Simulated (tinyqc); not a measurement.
Length of a molecular wire: coherent transport through a tight-binding bridge. Computed by the program tinyqc. T = Gamma_L Gamma_R |G_1n|^2 with the self-energies of semi-infinite chains.

A uniform bridge between two chains:
```
parameter                        value
site energy (eV)              5.770000
hopping in the bridge (eV)    1.450000
lead hopping (eV)             2.290000
couplings (eV)              0.82, 0.83
E (eV)                        0.370000
```

Transmission against length:
```
sites           T     ln T
2      9.8169e-04   -6.926
3      8.3231e-05   -9.394
4      7.0623e-06  -11.861
5      5.9929e-07  -14.328
6      5.0855e-08  -16.794
7      4.3155e-09  -19.261
8      3.6620e-10  -21.728
9      3.1076e-11  -24.195
10     2.6370e-12  -26.661
```

What does the comparison show, and why?

E lies outside the band of the bridge (|E - e|/2h = 1.862 > 1), so T decays as exp(-beta n) with beta = 2 arccosh(1.862) = 2.4668 a site; the last two rows give 2.4668.
